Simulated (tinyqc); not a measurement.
From results back to parameters: k.p values derived from sp3s* tight binding at Gamma. Five cases, with inputs chosen for the exercise.

Problem. The electron mass obeys m0/m = A + Ep/EG, where A gathers the direct term and the higher bands, and Ep = P^2/c with c = hbar^2/2m0, P = (a/4)(sa pc Vsapc + sc pa Vscpa). The mass comes from a hidden Vscpa (s cation, p anion); sa, sc are the anion and cation parts of S+, the upper s level at Gamma, and pa, pc those of P-, the lower p level (P+ is the upper one).

Constants: hbar^2/2m0 = 3.80998211 eV angstrom^2.

Find: Ep; Vscpa.

Method. Ep = (m0/m - A) EG gives |P|; both terms of P have the sign of sc pa, and the linear relation gives Vscpa. A is held fixed, though its part from P+ also depends on Vscpa.

Case 1.

Values chosen (out of a larger set: near a published set for InAs, fitted to gaps, whose masses and valley positions are rough; not measured data): a = 6.056 angstrom (lattice constant); Vsapc = 3.046 eV (s anion, p cation).

m = 0.0322131 m0
A = -1.52777
EG = 0.442243 eV

sa, sc, pa, pc: 0.490078  -0.871679  0.896104  -0.443845

Solution.

Ep = 14.40 eV
Vscpa = 5.42 eV

Case 2.

Values chosen (out of a larger set: near a published set for Ge, fitted to gaps, whose masses and valley positions are rough; not measured data): a = 5.658 angstrom (lattice constant); Vsapc = 5.422 eV (s anion, p cation).

m = 0.0638375 m0
A = -1.77973
EG = 0.885000 eV

sa, sc, pa, pc: 0.707107  -0.707107  0.707107  -0.707107

Solution.

Ep = 15.44 eV
Vscpa = 5.42 eV

Case 3.

Values chosen (out of a larger set: near a published set for GaAs, fitted to gaps, whose masses and valley positions are rough; not measured data): a = 5.648 angstrom (lattice constant); Vsapc = 4.469 eV (s anion, p cation).

m = 0.1183836 m0
A = -1.55100
EG = 1.548572 eV

sa, sc, pa, pc: 0.547631  -0.836720  0.884389  -0.466751

Solution.

Ep = 15.48 eV
Vscpa = 5.81 eV

Case 4.

Values chosen (out of a larger set: near a published set for GaSb, fitted to gaps, whose masses and valley positions are rough; not measured data): a = 6.096 angstrom (lattice constant); Vsapc = 4.958 eV (s anion, p cation).

m = 0.0538220 m0
A = -1.93885
EG = 0.658909 eV

sa, sc, pa, pc: 0.604955  -0.796260  0.880854  -0.473388

Solution.

Ep = 13.52 eV
Vscpa = 4.69 eV

Case 5.

Values chosen (out of a larger set: near a published set for AlAs, fitted to gaps, whose masses and valley positions are rough; not measured data): a = 5.657 angstrom (lattice constant); Vsapc = 5.146 eV (s anion, p cation).

m = 0.2905063 m0
A = -1.60851
EG = 3.018701 eV

sa, sc, pa, pc: 0.535364  -0.844622  0.887686  -0.460449

Solution.

Ep = 15.25 eV
Vscpa = 5.50 eV

Computed by tinyqc, one run a case: `OMP_NUM_THREADS=1 python tinyqc.py N N+1 out.jsonl` with N = 1480833, 1480836, 1480843, 1480851, 1480867; one thread of a shared Intel(R) Xeon(R) Processor @ 2.30GHz, about 0.01 s a run at most.
